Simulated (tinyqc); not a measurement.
Changing the particle radius R: a particle near a wafer in liquid: double-layer and van der Waals forces (DLVO), deposition barrier and removal. Computed by tinyqc, a small Python program. Command: `OMP_NUM_THREADS=1 python tinyqc.py 3110329 3110330 out.jsonl dlvo sweep`. One thread of a shared host (Intel(R) Xeon(R) Processor @ 2.30GHz), about 0.01 s of CPU time with the checks.

Sphere and flat wall, Derjaguin approximation, constant potentials in the linear-superposition form, no retardation and no hydration force.

Inputs (values chosen for the exercise, of the order of those for polymer latex on silicon in water): Hamaker constant A = 1.5e-20 J; potential of the particle psi_1 = 48 mV; potential of the wafer psi_2 = -44 mV; salt concentration c = 0.12 mol/L; valence z of the symmetric salt = 1; temperature T = 298 K; dielectric constant of the liquid = 78.4; contact distance h0 = 0.3 nm; contact radius over R = 0.11; viscosity = 0.66 mPa s.

Constants: e = 1.602176634e-19 C; N_A = 6.02214076e+23 1/mol; eps_0 = 8.8541878128e-12 F/m; k_B = 1.380649e-23 J/K; k_B = 8.617333262e-05 eV/K.

Method. kappa^2 = 2 z^2 e^2 N_A (1000 c)/(eps eps_0 k_B T); gamma_i = tanh(z e psi_i/(4 k_B T)); Z = 64 pi eps eps_0 (k_B T/(z e))^2 gamma_1 gamma_2. Adhesion F_a = A R/(6 h0^2) [1 + a^2/(R h0)] - kappa Z R exp(-kappa h0), a the contact radius. Drag in a shear flow F_d = 1.7 x 6 pi mu R^2 G, acting at 1.4 R; rolling starts when 1.4 R F_d = a F_a. Wall shear stress = mu G.

One run for each value:
```
particle radius R (nm)  wall shear stress for rolling (Pa)  net adhesion F_a (pN)    kappa R
5                                                    22806              2.325e+02  5.699e+00
11                                                   11865              5.855e+02  1.254e+01
22                                                    7306              1.442e+03  2.507e+01
47                                                    4881              4.397e+03  5.357e+01
100                                                   3750              1.529e+04  1.140e+02
210                                                   3225              5.800e+04  2.393e+02
450                                                   2970              2.453e+05  5.129e+02
950                                                   2853              1.050e+06  1.083e+03
2000                                                  2797              4.563e+06  2.279e+03
```

Over the rows, wall shear stress for rolling (Pa) falls from 22800 to 2800 (exponent d ln y / d ln x -0.83 between the first rows and -0.026 between the last); net adhesion F_a (pN) rises from 233 to 4.56e6 (exponent d ln y / d ln x 1.2 between the first rows and 2.0 between the last); kappa R rises from 5.70 to 2280 (exponent d ln y / d ln x about 1.0 throughout). At the high end the exponent of wall shear stress for rolling is -0.03, close to 0: the flattened contact adds adhesion as R^2. The smallest particle needs 8.15 times the shear stress of the largest.

Extremes, crossings and ranges named in words are read from the listed rows.
